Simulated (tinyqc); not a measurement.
Depletion-mode phase shifter in a rib waveguide and its Mach-Zehnder modulator: one step of the calculation.

A lateral p-n junction at x0 in a waveguide whose mode intensity is a Gaussian of rms width s about x = 0; p side at smaller x. Reverse bias removes carriers and raises the index. Abrupt junction, doping uniform over the whole mode, lumped electrode (no travelling-wave effects).

Task. Depletion edges and mode overlap. W = sqrt(2 eps0 eps_r (Vb + V)(1/Na + 1/Nd)/q); edges xp = x0 - W Nd/(Na + Nd), xn = x0 + W Na/(Na + Nd); F(x) = [1 + erf(x/(sqrt(2) s))]/2.

Parameters, values chosen for the exercise; values close to those of silicon near 1550 nm:
- eps_r = 11.7 (relative permittivity of the semiconductor)
- Na = 4.5e17 cm^-3 (acceptor density)
- Nd = 7.7e17 cm^-3 (donor density)
- Vb = 0.85 V (built-in voltage)
- s = 110 nm (rms width of the lateral mode intensity)
- x0 = 0 nm (junction offset towards the n side)
- V = 3 V (reverse bias)

Constants: q = 1.602176634e-19 C, eps0 = 8.8541878128e-14 F/cm where lengths are in cm. Results are converted to the units shown.

Find: W at 0 and at V; edge; F.

Result.

W at 0 and at V (nm): [62.21, 132.4]
edge, edge xp(0) to xn(V) (nm): [-39.26, 22.95, -83.56, 48.84]
F, edge xp(0) to xn(V): [0.3606, 0.5826, 0.2237, 0.6715]

Computed by the program tinyqc: `OMP_NUM_THREADS=1 python tinyqc.py 2650033 2650034 out.jsonl`, one thread of a shared Intel Xeon 2.30GHz, about 0.01 s for the whole run.
